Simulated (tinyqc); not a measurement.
Koster-Slater impurity in a tight-binding band, by Green functions and by supercells: one step, computed by the program tinyqc.

One orbital per site, e(k) = -2 t sum cos(k_i) over 3 direction(s), band from -6 t to 6 t, lattice constant 1. One site has the extra energy U. Spin is left out.

Question. The level in the supercell. In a periodic cell of N sites along each direction with Bloch vector K, the level solves 1/U = N^-d sum_k 1/(E - e(k)), k_i = (2 pi m_i + K_i)/N, m_i = 0..N-1; the outermost root on the side of U is taken (bisection). d is the number of directions. Gamma means K_i = 0, the zone corner K_i = pi, the quarter point K_i = pi/2. The error is measured against the isolated level E_b.

Inputs (values chosen for the exercise, for a model band): hopping t = 1.7 eV; impurity potential U = -14.8 eV; supercell edge N = 4 sites.

Lattice: simple cubic.

level E_b = -16.02288 eV

Give: level at Gamma; level at the corner; level at the quarter point; error at Gamma; width between Gamma and the corner.

Answer.

level at Gamma = -16.05 eV

level at the corner = -16.00 eV

level at the quarter point = -16.02 eV

error at Gamma = -0.02411 eV

width between Gamma and the corner = 0.04699 eV

Images turn the level into a band 0.0470 eV wide; the quarter point misses the isolated level by 1.4e-5 eV, far less than Gamma, because the leading hopping between images averages out there.
